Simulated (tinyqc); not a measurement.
Harmonic frequencies on the UHF/sto-3g surface (energies and gradients from PySCF), for H4+, spin multiplicity 2, step by step. Computed by tinyqc, a small Python program that keeps every step (integrals from PySCF). Settings: charge = 1, multiplicity = 2, basis = sto-3g, delta = 0.002. Command: `OMP_NUM_THREADS=1 python tinyqc.py 31940 31941 out.jsonl` (the two numbers bound the seeds that draw the settings). One thread of a shared host (Intel(R) Xeon(R) Processor @ 2.60GHz), about 3 s of CPU time with the checks.

## One row of the Hessian: 1Hy

optimised positions (bohr):
```
          x        y        z
1H  -0.0736   0.3982   1.0354
2H  -0.2312  -1.4098   1.5814
3H  -0.0258   2.1869  -0.3153
4H   0.2267   2.6155   1.1756
```

gradient at +delta (hartree/bohr):
```
            x          y          z
1H   0.000025   0.000271  -0.000059
2H  -0.000012  -0.000132   0.000029
3H   0.000002  -0.000052   0.000066
4H  -0.000015  -0.000087  -0.000036
```

gradient at -delta (hartree/bohr):
```
            x          y          z
1H  -0.000013  -0.000251   0.000063
2H   0.000007   0.000137  -0.000036
3H  -0.000001   0.000047  -0.000036
4H   0.000007   0.000067   0.000009
```

Displace 1Hy by +/-0.002 bohr; H(k, :) = (g(+) - g(-)) / (2 delta).

row of the Hessian (hartree/bohr^2): 1Hx 0.009535, 1Hy 0.130444, 1Hz -0.030521, 2Hx -0.004828, 2Hy -0.067226, 2Hz 0.016188, 3Hx 0.000943, 3Hy -0.024900, 3Hz 0.025566, 4Hx -0.005650, 4Hy -0.038318, 4Hz -0.011233

## Hessian by finite differences

All rows are made in the same way, and the matrix is symmetrised.

Hessian (symmetrised) (hartree/bohr^2), lower triangle:
```
           1Hx        1Hy        1Hz        2Hx        2Hy        2Hz        3Hx        3Hy
1Hx   0.024598
1Hy   0.009535   0.130444
1Hz  -0.001854  -0.030520   0.038909
2Hx  -0.012872  -0.004828   0.001246   0.007239
2Hy  -0.004830  -0.067226   0.016186   0.007964   0.097597
2Hz   0.001247   0.016188  -0.018559  -0.002278  -0.027288   0.015519
3Hx  -0.005520   0.000943  -0.000263   0.003084   0.001471  -0.000381   0.008129
3Hy  -0.001114  -0.024899   0.010086  -0.001083  -0.009975   0.004213   0.010691   0.038817
3Hz   0.001699   0.025565  -0.017235   0.002066   0.023440  -0.003953   0.041040   0.044611
4Hx  -0.006206  -0.005651   0.000871   0.002549  -0.004605   0.001412  -0.005693  -0.008494
4Hy  -0.003592  -0.038319   0.004246  -0.002054  -0.020397   0.006888  -0.013104  -0.003943
4Hz  -0.001092  -0.011233  -0.003114  -0.001034  -0.012337   0.006993  -0.040396  -0.058910

           3Hz       4Hx       4Hy       4Hz
3Hz   0.267626
4Hx  -0.044806  0.009350
4Hy  -0.093615  0.018750  0.062659
4Hz  -0.246438  0.042522  0.082480  0.242560
```

## Normal modes

masses (u): 1H 1.0078, 2H 1.0078, 3H 2.0141, 4H 1.0078

Diagonalise H_ij / sqrt(m_i m_j); the 6 smallest eigenvalues belong to translations and rotations; wavenumber = sqrt(eigenvalue / 1822.888) x 219474.63; each mode has its largest component positive (the first on a tie); zero-point energy = sum of wavenumbers / 2, with 349.755 1/cm per kcal/mol. A mass of 2.014 u marks deuterium.

eigenvalues of the mass-weighted Hessian (hartree/(bohr^2 u)): 0.0000  0.0000  0.0000  0.0000  0.0000  0.0000  0.0103  0.0319  0.0400  0.0785  0.1986  0.4209

harmonic wavenumbers of the vibrations (1/cm): 522.7  918.2  1027.5  1440.3  2290.9  3334.9

mass-weighted modes:
```
      mode 1   mode 2   mode 3   mode 4   mode 5   mode 6
1Hx   0.0265   0.8431   0.1347   0.0357   0.0659  -0.0086
1Hy   0.1447  -0.1072   0.1975   0.3733   0.7553  -0.0850
1Hz   0.0613  -0.1120   0.8248  -0.0875  -0.2274   0.0164
2Hx  -0.0465  -0.4432  -0.0656   0.0535  -0.0497  -0.0046
2Hy   0.0248   0.0565  -0.1477   0.6168  -0.5702  -0.0581
2Hz  -0.3742   0.0588  -0.3525  -0.1883   0.1725   0.0210
3Hx  -0.0333  -0.1415  -0.0242  -0.0428  -0.0097  -0.0873
3Hy  -0.5697   0.0180   0.0791  -0.3532  -0.0712  -0.1074
3Hz   0.2943   0.0188  -0.2574   0.0157  -0.0046  -0.5543
4Hx   0.0671  -0.1999  -0.0349  -0.0287  -0.0026   0.1366
4Hy   0.6359   0.0254  -0.1616  -0.4908  -0.0845   0.2949
4Hz  -0.1032   0.0266  -0.1085   0.2536   0.0614   0.7461
```

zero-point energy = 13.6303 kcal/mol
